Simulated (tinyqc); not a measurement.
What moves the results: heavy doping: gap narrowing, degeneracy and the minority density. A value that a table varies takes the place of the one given here.

F_j(eta) = (1/Gamma(j + 1)) integral_0^infinity x^j dx/(1 + exp(x - eta)), which tends to exp(eta) for eta << 0.

Empirical narrowing (Slotboom form, constants chosen for the exercise; published fits of this form give the apparent narrowing, here it is taken as the true one): dEg = E0 [ln(N/N0) + sqrt(ln(N/N0)^2 + C)].

Majority: N = Nc F_1/2(eta), eta the distance of EF beyond the majority band edge in kT. Degeneracy factor gam = F_1/2(eta)/exp(eta). ni0^2 = Nc Nv exp(-Eg/kT); product n p = ni0^2 gam exp(dEg/kT), dEg the true narrowing; apparent narrowing dEa = dEg + kT ln gam; minority density = n p/N.

Bipolar transistor with N as emitter doping: beta = K (N/NB) exp((dEa_B + dG - dEa_E)/kT), dEa_E = dEg(N) + kT ln gam, dEa_B = dEg(NB). For the sweep in T, Nc is scaled as (T/T0)^(3/2) from its value at T0 = T.

Constants: kB = 8.617333262e-05 eV/K.

Parameters, chosen for this exercise (gap and densities of states near those of Ge at this temperature; narrowing constants of the size fitted for Si, not for this material; not measured data): Eg = 0.676 eV (gap); Nc = 7.92e+18 1/cm^3 (conduction-band density of states); Nv = 3.66e+18 1/cm^3 (valence-band density of states); T = 250 K; E0 = 9.94 meV (narrowing scale); N0 = 1.2e+17 1/cm^3 (onset density); C = 0.5 (smoothing constant); N = 8.7e+18 1/cm^3 (ionised donors, equal to the majority density); NB = 4e+16 1/cm^3 (base doping); K = 2.2 (ratio (D_B W_E)/(D_E W_B)); dG = 50 meV (extra narrowing of the base by alloying).

## Narrowing against degeneracy

N takes the values listed; the last column is N over the factor gam exp(dEg/kT), the doping that a simple model would need to give the same minority density.

Results:
```
N (1/cm^3)    eta       gam  dEg (meV)  dEa (meV)  minority (1/cm^3)  effective doping (1/cm^3)
2.0e+16     -5.98     0.999        1.3        1.3           3.63e+07                   1.88e+16
8.0e+16     -4.59     0.996        4.1        4.0           1.03e+07                   6.65e+16
2.0e+17     -3.67     0.991       13.7       13.6           6.41e+06                   1.07e+17
8.0e+17     -2.26     0.965       39.0       38.2           5.03e+06                   1.36e+17
2.0e+18     -1.29     0.915       56.8       54.9           4.37e+06                   1.57e+17
8.0e+18      0.36     0.703       84.1       76.5           2.98e+06                   2.30e+17
2.0e+19      1.79     0.422      102.2       83.6           1.65e+06                   4.13e+17
6.0e+19      4.47    0.0866      123.9       71.2           3.11e+05                   2.20e+18
2.0e+20     10.33  0.000827      147.8       -5.1           2.70e+03                   2.53e+20
```

dEg grows steadily to 147.8 meV, while the apparent value peaks at 83.6 meV for N = 2e+19 and falls to -5.1 meV as the Fermi level enters the band. N grows by a factor 40 from the third to the sixth row and the effective doping by 2.2: net of degeneracy, narrowing takes away 95 % of the factor gained by heavier doping.

## Current gain against temperature

Gain:
```
T (K)  beta  beta with dG = 0  without narrowing
150    79.5              1.66                478
200     115              6.34                478
250     147              14.4                478
300     174              25.2                478
350     198              37.7                478
400     218              51.1                478
450     236              64.9                478
```

dEa_B + dG - dEa_E at T0 = -25.4 meV

beta is 79.5 at 150 K and 236 at 450 K, since the net exponent is negative: the emitter has the larger apparent narrowing. At 300 K narrowing and degeneracy change the gain by a factor 0.0526 and alloying the base by 6.92.

## What moves the minority density and the gain

All results formed anew. Each row changes one parameter from the base and keeps the others.

Results:
```
case                  dEg (meV)  dEa (meV)  minority (1/cm^3)  beta
base                      85.73      77.49           2.87e+06   147
N = 1.74e+19 1/cm^3       99.43      83.18           1.87e+06   226
E0 = 11.928 meV          102.88      94.64           6.35e+06  67.6
N0 = 2.4e+17 1/cm^3       72.06      63.82           1.52e+06   268
Eg = 0.696 eV             85.73      77.49           1.13e+06   147
Nc = 1.03e+19 1/cm^3      85.73      79.37           4.07e+06   135
NB = 8e+16 1/cm^3         85.73      77.49           2.87e+06  80.7
```

The largest shifts from the base row, up to three for each result and ties (the steps differ in size, so this ranks the rows, not the parameters). dEg (meV): E0 +17.15, N +13.70, N0 -13.67; unchanged at the printed digits by Eg, Nc and NB. dEa (meV): E0 +17.15, N0 -13.67, N +5.69; unchanged at the printed digits by Eg and NB. minority (1/cm^3): E0 +3.49e+06, Eg -1.73e+06, N0 -1.35e+06; unchanged at the printed digits by NB. beta: N0 +121, E0 -79.4, N +78.7; unchanged at the printed digits by Eg.

tinyqc: `OMP_NUM_THREADS=1 python tinyqc.py 1681212 1681213 out.jsonl`; about 0.01 s, one thread, shared Intel(R) Xeon(R) Processor @ 2.30GHz.
